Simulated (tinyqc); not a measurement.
Fully depleted semiconductor-on-insulator film with two gates, non-linear Poisson equation by Newton steps: one step of the calculation.

One dimension across the film, front interface at x = 0, back interface at x = ts. psi is counted from the intrinsic level, n = ni exp(psi/Vt) (source grounded), holes neglected, acceptors ionised. Gates act through Cox = eps0 eox/tox and Cbox = 3.9 eps0/tb with potentials G1 = Vg - (phiM - chi - Vt ln(Nc/ni)) and G2 = Vb - (phiB - chi - Vt ln(Nc/ni)). Classical Boltzmann densities, no interface charge, no depletion in the back plane.

Problem. Newton step. Solve a d_(i-1) + b_i d_i + a d_(i+1) = -F_i for all nodes. If the largest |d| exceeds 4 Vt, the whole step is scaled down so that it equals 4 Vt.

Values chosen for this exercise: temperature T = 400 K.

Constants: q = 1.602176634e-19 C, kB = 1.380649e-23 J/K, Vt = kB T/q. Results are converted to the units shown.

a = 6.4746248 uF/cm^2

```
node  diagonal b (F/cm^2)  residual F (C/cm^2)  psi after iteration 1 (V)
0           -9.2179543e-6         5.5066621e-7                 0.43787733
1           -1.3528690e-5        -1.7956738e-8                 0.42750530
2           -1.3382063e-5        -1.3046789e-8                 0.41744863
3           -1.3275300e-5        -9.5067461e-9                 0.40768504
4           -1.3196815e-5        -6.9375137e-9                 0.39819292
5           -1.3138593e-5        -5.0631547e-9                 0.38895123
6           -1.3095033e-5        -3.6908871e-9                 0.37993953
7           -1.3062180e-5        -2.6846833e-9                 0.37113783
8           -1.3037216e-5        -1.9476535e-9                 0.36252667
9           -1.3018111e-5        -1.4101653e-9                 0.35408696
10          -6.8770385e-6        -5.2194843e-8                 0.34580001
```

Wanted: Newton step d, before damping; psi after iteration 2.

Solution.

```
node  Newton step d, before damping (V)  psi after iteration 2 (V)
0                                0.1212                     0.5591
1                                0.0875                     0.5150
2                                0.0644                     0.4819
3                                0.0476                     0.4553
4                                0.0347                     0.4329
5                                0.0242                     0.4132
6                                0.0152                     0.3951
7                                0.0071                     0.3782
8                               -0.0005                     0.3621
9                               -0.0077                     0.3463
10                              -0.0149                     0.3309
```

Program tinyqc, `OMP_NUM_THREADS=1 python tinyqc.py 2190076 2190077 out.jsonl`; Intel Xeon 2.30GHz, shared host, one thread, about 0.3 s.
